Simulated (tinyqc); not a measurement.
Comparisons within one model: three-level Kane dispersion of a narrow-gap semiconductor. A value that a table varies takes the place of the one given here.

Zero of energy at Gamma8, c = hbar^2/2m0, P^2 = Ep c. The free-electron term and remote bands are left out, so the heavy holes are flat at E = 0 and the other three bands obey E (E - Eg)(E + Dso) = P^2 k^2 (E + 2 Dso/3). The conduction band is the highest root; its edge is Ec = max(Eg, 0).

Degenerate electrons at T = 0: kF = (3 pi^2 n)^(1/3), 1 cm^-3 = 1e-24 angstrom^-3; EF is the highest root at kF. The momentum (cyclotron, optical) mass is m(E) = hbar^2 k/(dE/dk) = c d(k^2)/dE with d(k^2)/dE = k^2 [1/E + 1/(E - Eg) + 1/(E + Dso) - 1/(E + 2 Dso/3)]; the density of states is k d(k^2)/dE/(2 pi^2).

Edge mass m0* = Eg (Eg + Dso)/(Ep (Eg + 2 Dso/3)).
Constants: hbar^2/2m0 = 3.80998211 eV angstrom^2.

Parameters, chosen for this exercise (a narrow-gap II-VI alloy; shifted at random, so the results belong to these values and not to a real crystal): Eg = 0.252 eV (E(Gamma6) - E(Gamma8)); Dso = 0.99 eV (spin-orbit splitting); Ep = 19.3 eV (Kane energy); k = 0.016 1/angstrom (wave vector); n = 7.4e+17 cm^-3 (electron density).

## Filling the band

n from 1e15 to 1e19 cm^-3. The last column is the local power d ln(EF - Ec)/d ln n = kF^2/(1.5 (EF - Ec) d(k^2)/dE).

Results:

| n (cm^-3) | kF (1/angstrom) | EF - Ec (meV) | parabolic (meV) | m(EF) | m(EF)/m0* | power |
|---|---|---|---|---|---|---|
| 1.0e+15 | 0.00309 | 2.0 | 2.1 | 0.0180 | 1.01 | 0.662 |
| 1.0e+16 | 0.00667 | 9.2 | 9.5 | 0.0190 | 1.07 | 0.646 |
| 3.0e+16 | 0.00961 | 18.5 | 19.8 | 0.0202 | 1.14 | 0.627 |
| 1.0e+17 | 0.01436 | 38.7 | 44.2 | 0.0228 | 1.28 | 0.594 |
| 3.0e+17 | 0.02071 | 72.7 | 91.9 | 0.0271 | 1.52 | 0.553 |
| 1.0e+18 | 0.03094 | 137.5 | 205.1 | 0.0351 | 1.97 | 0.504 |
| 3.0e+18 | 0.04462 | 233.9 | 426.6 | 0.0466 | 2.62 | 0.464 |
| 1.0e+19 | 0.06665 | 400.2 | 951.8 | 0.0657 | 3.69 | 0.429 |

The power falls from 0.662 to 0.429: 2/3 marks a parabola, 1/3 a linear band. The parabola is within 10 % up to n = 3.0e+16 cm^-3. The mass has doubled by n = 3.0e+18 cm^-3 and ends at 3.7 times its edge value.

## Closing and inverting the gap

Eg is varied at fixed k, Dso and Ep. Edge mass: Eg (Eg + Dso)/(Ep (Eg + 2 Dso/3)) for Eg > 0, 3 |Eg|/(2 Ep) for Eg < 0. The Gamma6 weight of the conduction state is 1/(1 + P^2 k^2 [(2/3)/E^2 + (1/3)/(E + Dso)^2]).

Results:

| Eg (eV) | m0* | highest root (eV) | middle (eV) | lowest (eV) | E - Ec (meV) | Gamma6 weight |
|---|---|---|---|---|---|---|
| -0.300 | 0.02332 | 0.0378 | -0.3287 | -0.9991 | 37.8 | 0.102 |
| -0.150 | 0.01166 | 0.0612 | -0.2036 | -0.9975 | 61.2 | 0.229 |
| -0.060 | 0.00466 | 0.0882 | -0.1414 | -0.9968 | 88.2 | 0.382 |
| -0.015 | 0.00117 | 0.1075 | -0.1160 | -0.9965 | 107.5 | 0.478 |
| 0.015 | 0.00116 | 0.1228 | -0.1015 | -0.9963 | 107.8 | 0.544 |
| 0.060 | 0.00453 | 0.1495 | -0.0835 | -0.9960 | 89.5 | 0.638 |
| 0.150 | 0.01094 | 0.2139 | -0.0583 | -0.9955 | 63.9 | 0.782 |
| 0.300 | 0.02089 | 0.3415 | -0.0366 | -0.9949 | 41.5 | 0.900 |

The edge mass vanishes with |Eg| from both sides, yet the kinetic energy at this k stays finite, at most 107.8 meV in the table; at Eg = 0 the two-level form, without the split-off band, gives the linear value sqrt(2/3) P k = 112.0 meV. The Gamma6 weight of the conduction state goes smoothly from 0.10 to 0.90 and is 0.48 and 0.54 in the two rows next to Eg = 0: at finite k nothing jumps at the inversion.

## What each parameter does

Edge mass, EF - Ec and m(EF). Each row changes one parameter from the base and keeps the others.

Results:

| case | m0* (m0) | EF - Ec (meV) | m(EF) (m0) |
|---|---|---|---|
| base | 0.01778 | 117.89 | 0.03267 |
| n = 1.48e+18 cm^-3 | 0.01778 | 167.03 | 0.03863 |
| Eg = 0.2142 eV | 0.01529 | 126.94 | 0.03151 |
| Dso = 1.1385 eV | 0.01796 | 116.81 | 0.03296 |
| Ep = 22.195 eV | 0.01546 | 131.25 | 0.02983 |

The largest shifts from the base row, up to three for each result and ties (the steps differ in size, so this ranks the rows, not the parameters). m0* (m0): Eg -0.00249, Ep -0.00232, Dso +0.00018; unchanged at the printed digits by n. EF - Ec (meV): n +49.15, Ep +13.36, Eg +9.05. m(EF) (m0): n +0.00596, Ep -0.00284, Eg -0.00116.

Computed by tinyqc, a small Python program: `OMP_NUM_THREADS=1 python tinyqc.py 1081031 1081032 out.jsonl` (the numbers bound the seed that draws the inputs); one thread of a shared host (Intel(R) Xeon(R) Processor @ 2.30GHz), about 0.01 s for the whole set of steps.
